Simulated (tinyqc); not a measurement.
Gaps across the alloy: alloy A(1-x)B(x) by interpolation with bowing.

Each gap follows E(x) = (1 - x) E_A + x E_B - C x (1 - x); the lattice constant follows Vegard, a(x) = (1 - x) a_A + x a_B.

Constants: hc = 1239.841984 eV nm.

Values chosen for the exercise (A near InSb, B near InAs; not measured data):
- a = (6.483, 6.055) angstrom (lattice constant of A, B)
- Eg = (0.234, 0.415) eV (gap at Gamma to the s-like level of A, B)
- EgX = (0.631, 1.42) eV (gap to the lowest valley along Gamma-X of A, B)
- EgL = (0.939, 1.117) eV (gap to L of A, B)
- C = (0.696, 0.789, 0.78) eV (bowing of the Gamma, X and L gaps)

Eleven compositions.

Gaps (eV):

| x | a (angstrom) | Gamma | X | L | lowest | wavelength (nm) |
|---|---|---|---|---|---|---|
| 0.0 | 6.4830 | 0.234 | 0.631 | 0.939 | Gamma | 5298 |
| 0.1 | 6.4402 | 0.189 | 0.639 | 0.887 | Gamma | 6544 |
| 0.2 | 6.3974 | 0.159 | 0.663 | 0.850 | Gamma | 7806 |
| 0.3 | 6.3546 | 0.142 | 0.702 | 0.829 | Gamma | 8723 |
| 0.4 | 6.3118 | 0.139 | 0.757 | 0.823 | Gamma | 8897 |
| 0.5 | 6.2690 | 0.150 | 0.828 | 0.833 | Gamma | 8238 |
| 0.6 | 6.2262 | 0.176 | 0.915 | 0.859 | Gamma | 7062 |
| 0.7 | 6.1834 | 0.215 | 1.018 | 0.900 | Gamma | 5779 |
| 0.8 | 6.1406 | 0.267 | 1.136 | 0.957 | Gamma | 4636 |
| 0.9 | 6.0978 | 0.334 | 1.270 | 1.029 | Gamma | 3709 |
| 1.0 | 6.0550 | 0.415 | 1.420 | 1.117 | Gamma | 2988 |

The lowest valley is Gamma at every x. The Gamma gap has a minimum inside the range, 0.139 eV at x = (C - (E_B - E_A))/(2C) = 0.370, since the bowing exceeds the difference of the end gaps.

Program tinyqc; command `OMP_NUM_THREADS=1 python tinyqc.py 1081078 1081079 out.jsonl`; about 0.01 s on one thread of a shared Intel(R) Xeon(R) Processor @ 2.30GHz.
